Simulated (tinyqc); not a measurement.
# Isotype n-N heterojunction, non-linear Poisson equation by Newton steps, Fermi-Dirac statistics: effect of the donor density of material 1

One dimension, material 1 (n-type) at x < 0 and material 2 (n-type) at x > 0. Band edges: Ec = -psi in material 1 and -psi + dEc in material 2, Ev = Ec - Eg. Equilibrium, Fermi level at 0. n = Nc F((EFn - Ec)/Vt), p = Nv F((Ev - EFp)/Vt), with F(eta) = F_1/2(eta) = (2/sqrt(pi)) int_0^infinity sqrt(u) du/(1 + exp(u - eta)) (Fermi-Dirac statistics); full ionisation, no interface charge, classical densities; the doping types are chosen for the exercise.

Exact first integral: on each side D^2/(2 eps0 er) = G, G = q [Vt (nI_j - nI_b) + Vt (pI_j - pI_b) - C (psi_j - psi_b)], with C = +N1 or +N2, b the neutral end of that side, and nI, pI the densities with F_1/2 replaced by F_3/2(eta) = (4/(3 sqrt(pi))) int_0^infinity u^(3/2) du/(1 + exp(u - eta)). D is continuous, so er1 G1(psi_j) = er2 G2(psi_j) fixes psi_j. Ends from Nc1 F(psi_L/Vt) = N1 and Nc2 F((V + psi_R - dEc)/Vt) = N2. D is counted positive when psi rises towards material 2.

Inputs (values chosen for the exercise); band and dielectric values those of a made-up pair:
- T = 300 K (temperature)
- Eg1 = 1.31 eV (band gap of material 1)
- er1 = 12.8 (relative permittivity of material 1)
- Nc1 = 4.27e17 cm^-3 (conduction-band density of states of material 1)
- Nv1 = 9.5e18 cm^-3 (valence-band density of states of material 1)
- Eg2 = 1.62 eV (band gap of material 2)
- er2 = 13.7 (relative permittivity of material 2)
- Nc2 = 7.24e17 cm^-3 (conduction-band density of states of material 2)
- Nv2 = 1.06e19 cm^-3 (valence-band density of states of material 2)
- dEc = 0.3 eV (conduction-band offset Ec2 - Ec1)
- N2 = 6.2e16 cm^-3 (donor density of material 2)
- V = 0 V (bias of side 1 against side 2)

Constants: q = 1.602176634e-19 C, kB = 1.380649e-23 J/K, Vt = kB T/q, eps0 = 8.8541878128e-14 F/cm where lengths are in cm. Results are converted to the units shown.

Effect of the donor density of material 1:
```
N1 (cm^-3)  psi_R - psi_L (V)  psi_j - psi_L (V)  psi_R - psi_j (V)  D/q (cm^-2)  n_j in 1 (cm^-3)  n_j in 2 (cm^-3)
1.2e15                 0.3891             0.1622             0.2269     4.340e11          4.438e17          9.863e12
2.8e15                 0.3671             0.1407             0.2264     4.335e11          4.497e17          1.004e13
6.6e15                 0.3449             0.1194             0.2255     4.325e11          4.619e17          1.042e13
1.6e16                 0.3218            0.09824             0.2236     4.304e11          4.872e17          1.121e13
3.7e16                 0.2997            0.07945             0.2202     4.268e11          5.339e17          1.276e13
8.7e16                 0.2765            0.06222             0.2143     4.202e11          6.248e17          1.605e13
2e17                   0.2526            0.04793             0.2047     4.093e11          7.932e17          2.329e13
4.8e17                 0.2241            0.03583             0.1883     3.900e11          1.141e18          4.392e13
```

What does the comparison show?

As N1 goes from 1.2e15 to 4.8e17, the total bending falls from 0.389 to 0.224 V and the sheet charge D/q falls from 4.34e11 to 3.90e11 cm^-2; the share of the bending in material 1 falls from 41.7 to 16.0 %. In every row electrons move into material 1, which accumulates, while the other side depletes. In every row the carriers at the interface are degenerate and confined to a layer thin enough for quantisation, which is left out.

tinyqc, about 0.2 s, one thread, Intel Xeon 2.30GHz (shared host): `OMP_NUM_THREADS=1 python tinyqc.py 2040114 2040115 out.jsonl`
